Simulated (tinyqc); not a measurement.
Charge control and current of a heterostructure field-effect transistor: one step, computed by the program tinyqc. Command: `OMP_NUM_THREADS=1 python tinyqc.py 3016671 3016672 out.jsonl hemt walk`. One thread of a shared host (Intel(R) Xeon(R) Processor @ 2.30GHz), about 0.01 s of CPU time with the checks.

Two subbands in a triangular well; E_F is counted from the conduction band edge of the channel at the interface.

Question. Levels and gate capacitance. Charge control: n_s = C_b (V_G - V_T - E_F/e)/e. Well: mean field F = e n_s/(2 eps eps_0), E_i = (hbar^2/2m)^(1/3) [(3 pi e F/2)(i + 3/4)]^(2/3), i = 0, 1; n_s = D k_B T sum_i ln(1 + exp((E_F - E_i)/k_B T)), D = m/(pi hbar^2), which is solved in closed form for E_F. C_g = e dn_s/dV_G = 1/(1/C_b + 1/C_q), 1/C_q = d(E_F/e)/d(e n_s) by a central difference of +/- 0.1 % in n_s; added distance dd = eps eps_0/C_q.

Inputs (values chosen for the exercise, modelled on AlGaN/GaN):
```
quantity                                value  unit
channel mass m                            0.2   m_0
permittivity eps (barrier and channel)   9.59     -
conduction band offset dE_c              0.48    eV
temperature T                             400     K
```

Charge source: polarisation. Velocity law: two-piece.

sheet density n_s = 1.630857e+13 1/cm^2

barrier capacitance C_b = 0.4043412 microfarad/cm^2

Constants: k_B = 8.617333262e-05 eV/K; e = 1.602176634e-19 C; eps_0 = 8.8541878128e-12 F/m; hbar = 1.054571817e-34 J s; m_0 = 9.1093837015e-31 kg; k_B = 1.380649e-23 J/K.

Give: E_0; E_1; E_F; share in the second subband; gate capacitance C_g; added distance dd.

Answer.

E_0 = 383.3 meV

E_1 = 674.4 meV

E_F = 576.5 meV

share in the second subband = 1.002 %

gate capacitance C_g = 0.3779 microfarad/cm^2

added distance dd = 1.467 nm

C_g is 93 % of C_b: the finite density of states and the rise of E_0 act as 1.5 nm of extra barrier. Caution: E_F lies above the conduction band minimum of the barrier, so electrons would spill into the barrier.
